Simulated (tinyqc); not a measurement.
## Chip with leakage that grows with temperature, electro-thermal loop and runaway: effect of the thermal resistance

One temperature T for the device, T = T0 + Rth P(T), with P(T) = Pd + Pl (T/300 K)^2 exp[(q Ea/kB)(1/(300 K) - 1/T)]. The loop gain is Rth dP/dT; a solution is thermally stable when it is below one.

P'(T) = (P - Pd)(2/T + q Ea/(kB T^2)), G = Rth P'. T is the lowest solution and Tu the next, unstable one.

Inputs (values chosen for the exercise):

| symbol | value | unit | meaning |
|---|---|---|---|
| T0 | 300 | K | ambient temperature |
| Pd | 7.3 | W | temperature-independent switching power |
| Pl | 0.198 | W | leakage power at 300 K |
| Ea | 0.41 | eV | activation energy of the leakage |

Constants: q = 1.602176634e-19 C, kB = 1.380649e-23 J/K. Results are converted to the units shown.

Effect of the thermal resistance:

| Rth (K/W) | T (K) | P (W) | G | Tu (K) |
|---|---|---|---|---|
| 1.5 | 311.53 | 7.6839 | 0.031930 | 452.49 |
| 1.81 | 314.01 | 7.7402 | 0.043517 | 442.67 |
| 2.18 | 317.04 | 7.8188 | 0.060662 | 432.90 |
| 2.63 | 320.87 | 7.9354 | 0.087646 | 422.82 |
| 3.17 | 325.73 | 8.1170 | 0.13204 | 412.32 |
| 3.83 | 332.31 | 8.4354 | 0.21353 | 400.65 |
| 4.62 | 342.10 | 9.1130 | 0.38948 | 386.44 |

As Rth goes from 1.5 to 4.62 K/W, T rises from 311.5 to 342.1 K, the power rises from 7.68 to 9.11 W and the loop gain rises from 0.0319 to 0.389. The gap between the stable and unstable solutions goes from 141 to 44.3 K. At Rth = 5.57 K/W no solution is left within 900 K of T0: thermal runaway.

Numbers from tinyqc (`OMP_NUM_THREADS=1 python tinyqc.py 2520017 2520018 out.jsonl`; about 0.01 s on one thread of a shared Intel Xeon 2.30GHz).
